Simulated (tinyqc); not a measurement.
# Worked calculation: biaxially strained (001) channel, valley splitting in an inversion layer

Computed by the program tinyqc: `OMP_NUM_THREADS=1 python tinyqc.py 2530132 2530133 out.jsonl`, one thread of a shared Intel Xeon 2.30GHz, about 0.01 s for the whole run. Printed values are rounded.

A thin layer grown on a relaxed buffer is stretched in the plane. The two valleys with their long axis along the growth direction (D2) sink against the four in-plane ones (D4); confinement in a triangular well splits them too. Only the lowest subband of each set is kept; one relaxation time, so the weakening of intervalley scattering is left out.

Inputs (values chosen for the exercise); values close to those of silicon on relaxed silicon-germanium:
- T = 325 K (temperature)
- x = 0.2 (germanium share of the relaxed buffer)
- b1 = 0.0418 (lattice mismatch per unit x)
- c11 = 170 GPa (elastic constant)
- c12 = 63.3 GPa (elastic constant)
- Xu = 8.86 eV (shear deformation potential)
- ml = 0.914 m0 (longitudinal mass)
- mt = 0.192 m0 (transverse mass)
- F = 0.28 MV/cm (confining field)
- Ns = 7e12 cm^-2 (inversion density)
- bv = 0.384 nm (Burgers vector)

Constants: q = 1.602176634e-19 C, kB = 1.380649e-23 J/K, hbar = 1.054571817e-34 J s, m0 = 9.1093837015e-31 kg, Vt = kB T/q, hbar^2/(2 m0) = 0.0380998212 eV nm^2. Results are converted to the units shown.

## Strain, stress and splitting

e_par = b1 x, e_perp = -2 (c12/c11) e_par, splitting D = Xu (e_par - e_perp), in-plane stress (c11 + c12 - 2 c12^2/c11) e_par.

e_par = 0.836 %
e_perp = -0.6225741 %
D = 129.2297 meV
stress = 1.556299 GPa

## Subband edges and densities of states

Levels E(m) = 2.33811 (hbar^2 q^2 F^2/(2 m))^(1/3): E2 = E(ml), E4 = E(mt) + D; N2 = 2 mt kB T/(pi hbar^2), N4 = 4 sqrt(mt ml) kB T/(pi hbar^2).

E2 = 0.07475310 eV
E4 = 0.2549805 eV
N2 = 4.492465e12 cm^-2
N4 = 1.960366e13 cm^-2

Of the gap E4 - E2 = 180 meV, confinement gives 51.0 meV.

## Iteration 1: critical thickness by substitution

h at the start = 100 nm

Critical thickness (Matthews-Blakeslee, 60-degree dislocations): h = bv (1 - nu/4)[ln(h/bv) + 1]/(4 pi e_par (1 + nu)), nu = c12/(c11 + c12). The right side gives h(new); e_par = b1 x.

h after iteration 1 = 17.58767 nm

## Iteration 2: critical thickness by substitution

As before.

h after iteration 2 = 12.92970 nm

## Course of the iteration: critical thickness by substitution

Stop when h changes by less than 1e-7 nm, or after 60 iterations.

Course of the iteration:
```
iteration    h (nm)  |change| (nm)
1          17.58767           82.4
2          12.92970           4.66
3          12.10511          0.825
4          11.92849          0.177
5          11.88910         0.0394
6          11.88023        8.87e-3
7          11.87824        2.00e-3
8          11.87778        4.51e-4
9          11.87768        1.02e-4
10         11.87766        2.30e-5
11         11.87765        5.18e-6
12         11.87765        1.17e-6
13         11.87765        2.64e-7
14         11.87765        5.95e-8
```

Converged in 14 iterations. At the end each change is about 0.23 times the one before: linear convergence.

## Share of the light valleys and conductivity mass

EF = 0.1108692 eV

EF solves Ns = N2 ln(1 + exp((EF - E2)/Vt)) + N4 ln(1 + exp((EF - E4)/Vt)); f2 is the share in D2, and 1/mc = f2/mt + (1 - f2)(1/mt + 1/ml)/2.

f2 = 0.9837354
mc = 0.1932414 m0

Without strain f2 would be 0.505 and mc 0.239 m0, so repopulation alone gains 24 % in mobility.
